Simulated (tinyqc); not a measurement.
Lossy on-chip transmission line with skin effect: one step of the calculation.

A uniform line in a homogeneous dielectric: c = sqrt(er)/(c0 Z0), l = Z0 sqrt(er)/c0 (c0 = 299792458 m/s), g = w c td, w = 2 pi f. The resistance joins its limits as r = sqrt(r_dc^2 + r_hf^2), with r_dc = rho/(wd th), r_hf = kr rho/(2 delta (wd + th)), delta = sqrt(rho/(pi f mu0)), mu0 = 4 pi 1e-7 H/m; this is an interpolation, and internal inductance, up to 0.05 nH/mm at low frequency, is neglected.

Problem. Propagation constant and impedance. gamma = sqrt((r + i w l)(g + i w c)) = alpha + i beta, Zc = sqrt((r + i w l)/(g + i w c)), roots with positive real part; loss 8.685889638 alpha in dB; phase velocity w/beta.

Inputs (values chosen for the exercise): length len = 3.2 mm; frequency f = 9.6 GHz.

r = 19.644641 ohm/mm
l = 0.28887498 nH/mm
c = 115.54999 pF/m
g = 0.13939623 S/m

Find: gamma len; Zc; loss; phase velocity over c0; r/(w l).

Solution.

gamma len = 0.574+1.243i
Zc = 56.22-24.61i ohm
loss = 1.558 dB/mm
phase velocity over c0 = 0.5180
r/(w l) = 1.127

r exceeds w l, so the line behaves mainly as an RC line at this frequency.

Computed by the program tinyqc: `OMP_NUM_THREADS=1 python tinyqc.py 2810148 2810149 out.jsonl`, one thread of a shared Intel Xeon 2.30GHz, about 0.01 s for the whole run.
